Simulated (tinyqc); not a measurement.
# Metal-interlayer-semiconductor contact, depinning against tunnelling resistance: effects of single changes

Zero bias, n-type semiconductor. Gap states at the semiconductor surface thin out as exp(-be ti), which unpins the barrier; electrons must then cross the interlayer (a rectangular barrier, no voltage drop across it) and the parabolic depleted layer, both by WKB. Energies E are counted from the Fermi level; no image force, parabolic bands.

Inputs (values chosen for the exercise); semiconductor values close to those of In0.53Ga0.47As; interlayer mass of the order of that in hafnium oxide, offset chosen freely:
- T = 300 K (temperature)
- Eg = 0.753 eV (band gap)
- eps_r = 14 (relative permittivity)
- chi = 4.33 eV (electron affinity)
- Nc = 2.1e17 cm^-3 (conduction-band density of states at T)
- mt = 0.0399 m0 (tunnelling mass in the semiconductor)
- mA = 0.0406 m0 (Richardson mass)
- Nd = 1.1e19 cm^-3 (donor density)
- E0 = 0.49 eV (charge-neutrality level above the valence band)
- S0 = 0.15 (pinning factor without interlayer)
- phiM = 4.81 eV (metal work function)
- ti = 0.7 nm (interlayer thickness)
- dE = 1.62 eV (conduction-band offset of the interlayer above the semiconductor)
- mi = 0.19 m0 (tunnelling mass in the interlayer)
- be = 1.7 1/nm (decay constant of gap states through the interlayer)

Constants: q = 1.602176634e-19 C, kB = 1.380649e-23 J/K, eps0 = 8.8541878128e-12 F/m, hbar = 1.054571817e-34 J s, h = 6.62607015e-34 J s, m0 = 9.1093837015e-31 kg, Vt = kB T/q, hbar^2/(2 m0) = 0.0380998212 eV nm^2. Results are converted to the units shown.

Each table varies one quantity; the others keep the values above.

## Contact resistivity against the interlayer thickness

S = 1/(1 + (1/S0 - 1) exp(-be ti)); phiB = S (phiM - chi) + (1 - S)(Eg - E0); xi = Ec - EF deep inside, from Nd = Nc F(-xi/Vt), F(x) = (2/sqrt(pi)) int_0^infinity sqrt(u) du/(1 + exp(u - x)); band bending U = phiB - xi; E00 = (hbar/2) sqrt(Nd/(eps0 eps_r mt m0)) in volts; A = 4 pi q mA m0 kB^2/h^3. With U = phiB - xi: for xi < E < phiB, y = (E - xi)/U and G1 = (U/E00) [sqrt(1 - y) - y ln((1 + sqrt(1 - y))/sqrt(y))], G1 = 0 above phiB; G2 = 2 ti sqrt(mi max(phiB + dE - E, 0)/C), C = hbar^2/(2 m0); f = 1/(1 + exp(E/Vt)); 1/rho_c = (A T^2/Vt^2) times the integral of exp(-G1 - G2) f over E from xi upwards. Shares under 0.001 % are printed as 0; rows without band bending are left out.

The same in every row: E00/Vt = 3.19.

Contact resistivity against the interlayer thickness:
```
ti (nm)      S  phiB (eV)  rho_c (ohm cm^2)  rho_c with G2 = 0 (ohm cm^2)  peak of the integrand (eV)  share above phiB (%)
0        0.150      0.296           8.02e-8                       8.02e-8                     -0.0282               0.00148
0.2      0.199      0.306           3.08e-7                       8.77e-8                     -0.0267               0.00122
0.4      0.258      0.319           1.22e-6                       9.78e-8                     -0.0252                     0
0.6      0.329      0.334           4.96e-6                       1.11e-7                     -0.0237                     0
0.8      0.407      0.351           2.07e-5                       1.29e-7                     -0.0222                     0
1        0.491      0.370           8.87e-5                       1.51e-7                     -0.0206                     0
1.2      0.576      0.388           3.84e-4                       1.78e-7                     -0.0192                     0
1.4      0.656      0.405           0.00167                       2.07e-7                     -0.0178                     0
1.6      0.728      0.421           0.00717                       2.39e-7                     -0.0165                     0
```

What does the comparison show?

As ti goes from 0 to 1.6, phiB rises from 0.296 to 0.421 eV and rho_c rises from 8.02e-8 to 0.00717 ohm cm^2. No thickness listed beats the bare contact: tunnelling through the layer costs more than the change of the barrier gains. The ratio of rho_c to its value with G2 = 0 runs from 1.00 to 30100.

## Contact resistivity against the decay constant of gap states through the interlayer

Same model as above.

The same in every row: E00/Vt = 3.19.

Results:
```
be (1/nm)      S  phiB (eV)  rho_c (ohm cm^2)  rho_c with G2 = 0 (ohm cm^2)  peak of the integrand (eV)  share above phiB (%)
1          0.262      0.320           8.12e-6                       9.85e-8                     -0.0237               0.00113
3          0.590      0.391           1.62e-5                       1.83e-7                     -0.0214                     0
4          0.744      0.424           2.26e-5                       2.46e-7                     -0.0204                     0
5          0.854      0.448           2.87e-5                       3.05e-7                     -0.0198                     0
6          0.922      0.463           3.33e-5                       3.49e-7                     -0.0194                     0
7          0.960      0.471           3.61e-5                       3.76e-7                     -0.0192                     0
8          0.979      0.476           3.78e-5                       3.91e-7                     -0.0191                     0
```

Estimate the missing row, be = 2 1/nm.

Computed row:
```
be (1/nm)      S  phiB (eV)  rho_c (ohm cm^2)  rho_c with G2 = 0 (ohm cm^2)  peak of the integrand (eV)  share above phiB (%)
2          0.417      0.354           1.12e-5                       1.32e-7                     -0.0226                     0
```

With this row back in the table: As be goes from 1 to 8, phiB rises from 0.320 to 0.476 eV and rho_c rises from 8.12e-6 to 3.78e-5 ohm cm^2. The ratio of rho_c to its value with G2 = 0 runs from 82.4 to 96.6.

Numbers from tinyqc (`OMP_NUM_THREADS=1 python tinyqc.py 2270006 2270007 out.jsonl`; about 0.02 s on one thread of a shared Intel Xeon 2.30GHz).
